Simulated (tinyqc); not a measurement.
How the errors depend on the field: Haynes-Shockley experiment: drift, diffusion and decay of a minority-carrier pulse. Computed by tinyqc, a small Python program. Command: `OMP_NUM_THREADS=1 python tinyqc.py 3110342 3110343 out.jsonl haynes walk`. One thread of a shared host (Intel(R) Xeon(R) Processor @ 2.30GHz), about 0.01 s of CPU time with the checks.

A thin sheet of excess carriers is made at x = 0, t = 0 in a long uniform bar; injection is low, so the pulse moves with the minority mobility.

Inputs (values chosen for the exercise, modelled on holes in n-type silicon in a lightly doped bar):
```
quantity                       value         unit
minority mobility mu             424   cm^2/(V s)
lifetime tau                      58  microsecond
temperature T                    300            K
field F                           34         V/cm
distance d to the collector     0.42           cm
injected sheet density N0    3.6e+09       1/cm^2
```

Constants: k_B = 8.617333262e-05 eV/K.

Method:
- D = mu k_B T/e, v = mu F.
- Transit time d/v, diffusion length sqrt(D tau), drift length v tau, Peclet number v d/D = e F d/(k_B T).
- dn(x, t) = N0/sqrt(4 pi D t) exp(-(x - v t)^2/(4 D t) - t/tau).
- At fixed x the signal peaks where d ln(dn)/dt = 0: a t^2 + t/2 - x^2/(4 D) = 0 with a = v^2/(4 D) + 1/tau.
- The full width at half maximum is found by solving dn(x, t) = peak/2 on both sides of the peak.
- With w that width: mu = d/(F t_p); D = (w d)^2/(16 ln2 t_p^3). The field is scaled by the factors listed.

D = 10.9612 cm^2/s

Errors of the simple reading:
```
factor  F (V/cm)   v d/D  v^2 tau/(4 D)  error of mu (%)  error of D (%)
0.5         17.0   276.2             69           1.0876         0.61072
0.7         23.8   386.7            135           0.6294         0.43735
1.0         34.0   552.4            275           0.3629         0.30649
1.5         51.0   828.6            619           0.2016         0.20442
2.5         85.0  1380.9           1718           0.1015         0.12266
4.0        136.0  2209.5           4399           0.0566         0.07665
7.0        238.0  3866.6          13471           0.0296         0.04380
```

The error of mu falls from 1.09 to 0.0296 %. For large v d/D it is about D/(v d) + 2 D/(v^2 tau), here 0.0296 % in the last row: one part from spreading, one from recombination.

Extremes, crossings and ranges named in words are read from the listed rows.
